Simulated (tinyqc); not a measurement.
Rapid thermal processing of a wafer: radiative balance, ramp and cooling, pattern effects, pyrometer error and spike budget: one step, computed by the program tinyqc. Command: `OMP_NUM_THREADS=1 python tinyqc.py 3110637 3110638 out.jsonl rtp walk`. One thread of a shared host (Intel(R) Xeon(R) Processor @ 2.30GHz), about 0.05 s of CPU time with the checks.

The wafer is opaque and uniform through its thickness unless said otherwise; temperatures in formulas are in kelvin (C + 273.15). sigma = 5.670374419e-12 W/(cm^2 K^4).

Problem. Pattern effect. At steady state a sinusoidal change of absorbed power of relative amplitude a and period p gives the temperature amplitude a q/(dq/dT + k d (2 pi/p)^2); healing length l = sqrt(k d/(dq/dT)); process change = E_a dT/(k_B T^2). Emissivity is taken as unchanged.

Inputs (values chosen for the exercise, modelled on a hot silicon wafer):
```
quantity                                        value        unit
wafer thickness d                                 525  micrometre
thermal conductivity k                           0.24    W/(cm K)
wall temperature T_w                              350           K
process temperature                              1100           C
relative change of absorptivity over a pattern     13           %
period of the pattern                              18          mm
activation energy of the process E_a              2.7          eV
```

dq/dT = 21.33854 mW/(cm^2 K)

holding power q = 7.723560 W/cm^2

Constants: k_B = 8.617333262e-05 eV/K.

Give: healing length l; amplitude without lateral conduction; amplitude; change of the process rate.

Solution.

healing length l = 7.6843 mm

amplitude without lateral conduction = 47.054 K

amplitude = 5.7419 K

change of the process rate = 9.5414 %

Lateral conduction cuts the amplitude to 12 %, since p/(2 pi l) = 0.37.
